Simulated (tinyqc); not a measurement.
# Segment and feed resistance from two drops

Problem. A rail is fed at one end through Rq; K loads of Ij follow, each after a segment Rs. The drop at load j is K Ij Rq + Rs Ij sum_(l=1..j) (K - l + 1). Find Rs, Rq and the worst drop, at the middle, if the rail were fed through Rq at both ends: K Ij Rq/2 + Rs Ij K^2/8 with the load taken as continuous.

Values chosen for this exercise:
- K = 17 (number of equal loads)
- Ij = 1.7 mA (current of each load)

drops at the first and at the last load (mV): 8.0342000  56.586200

Solution. The difference of the two drops is Rs Ij K (K - 1)/2, which gives Rs; the first drop then gives Rq.

Rs = 0.2100 ohm
Rq = 0.06800 ohm
drop at the middle with two feeds = 13.88 mV

Numbers from tinyqc (`OMP_NUM_THREADS=1 python tinyqc.py 2770136 2770137 out.jsonl`; about 0.3 s on one thread of a shared Intel Xeon 2.30GHz).
